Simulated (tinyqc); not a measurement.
Rate against temperature: collinear exchange A + BC -> AB + C on a London-Eyring-Polanyi-Sato surface: saddle, string of images and rate. Computed by tinyqc, a small Python program. Command: `OMP_NUM_THREADS=1 python tinyqc.py 3112826 3112827 out.jsonl leps walk`. One thread of a shared host (Intel(R) Xeon(R) Processor @ 2.30GHz), about 0.05 s of CPU time with the checks.

x = r(AB), y = r(BC), r(AC) = x + y. V is counted from separated atoms, the barrier from A + BC, that is V + D(BC).

Inputs (values chosen for the exercise, bond data loosely for abstraction of hydrogen from a Ge-H bond by a hydrogen atom; the barrier is not fitted):
```
quantity            value           unit
D(AB)                4.71             eV
r0(AB)              0.742       angstrom
beta(AB)             1.94     1/angstrom
D(BC)                3.72             eV
r0(BC)               1.53       angstrom
beta(BC)             1.45     1/angstrom
D(AC)                3.74             eV
r0(AC)               1.53       angstrom
beta(AC)             1.45     1/angstrom
Sato parameter S    0.071              -
mass of A           1.008              u
mass of B           1.008              u
mass of C            72.6              u
temperature T         700              K
step of the string  0.015  angstrom^2/eV
```

Constants: nu for 1 eV/(angstrom^2 u) = 15.6333042 THz; h x 1 THz = 4.135667696 meV; k_B = 1.380649e-23 J/K; u = 1.6605390666e-27 kg; k_B = 8.617333262e-05 eV/K.

Method:
- For each pair, with u = exp(-beta (r - r0)): Q = D [(3 + S) u^2 - (2 + 6 S) u]/(4 (1 + S)), J = D [(1 + 3 S) u^2 - (6 + 2 S) u]/(4 (1 + S)); V = Q1 + Q2 + Q3 - sqrt(((J1 - J2)^2 + (J2 - J3)^2 + (J3 - J1)^2)/2).
- String of 9 images between the fixed ends (r0(AB) + 2, r0(BC)) and (r0(AB), r0(BC) + 2), started on the two straight legs through (r0(AB) + 0.3, r0(BC) + 0.3): each iteration moves the inner images by -step x gradient (central differences) and spaces them evenly again along the broken line (coordinates are kept between 0.2 and 8 angstrom); stop when no coordinate changes by more than 1e-5 angstrom, at most 400 iterations.
- From the highest inner image, z -> z - H^-1 g with gradient g and Hessian H by central differences, steps capped at 0.15 angstrom, 12 steps.
- Wilson matrix G = [[1/m_A + 1/m_B, -1/m_B], [-1/m_B, 1/m_B + 1/m_C]]; eigenvalues lambda of G H give nu = 15.6333042 THz x sqrt(|lambda|), the negative one being imaginary. Reactant: nu_BC from k = 2 D beta^2 and 1/m_B + 1/m_C. Skew angle: cos = sqrt(m_A m_C/((m_A + m_B)(m_B + m_C))).
- One-dimensional rate constant without tunnelling, k = sqrt(k_B T/(2 pi mu)) [sinh(h nu_BC/(2 k_B T))/sinh(h nu_s/(2 k_B T))] exp(-barrier/(k_B T)) with mu = m_A (m_B + m_C)/(m_A + m_B + m_C); Wigner factor 1 + (h nu_i/(k_B T))^2/24; adiabatic barrier = barrier + h (nu_s - nu_BC)/2.

nu_BC = 62.0111 THz

real frequency at the saddle = 29.4529 THz

barrier = 0.464229 eV

imaginary frequency = 61.7102 THz

adiabatic barrier = 0.396904 eV

Rates; the last column is k_B T^2 d ln k/dT:
```
T (K)    k (cm/s)  Wigner factor  activation energy (eV)
300    1.3703e-02         5.0607                 0.41092
400    7.4977e-01         3.2842                 0.41765
550    2.1279e+01         2.2082                 0.42955
750    2.4875e+02         1.6497                 0.44609
1000   1.4457e+03         1.3655                 0.46537
1400   7.0455e+03         1.1865                 0.49229
2000   2.4915e+04         1.0914                 0.52683
```

What does the comparison show, and why?

The activation energy goes from 0.411 eV at 300 K, near the adiabatic barrier plus k_B T/2 (0.410), to 0.527 eV at 2000 K; the classical limit is the barrier plus k_B T/2 (0.550).

Extremes, crossings and ranges named in words are read from the listed rows.
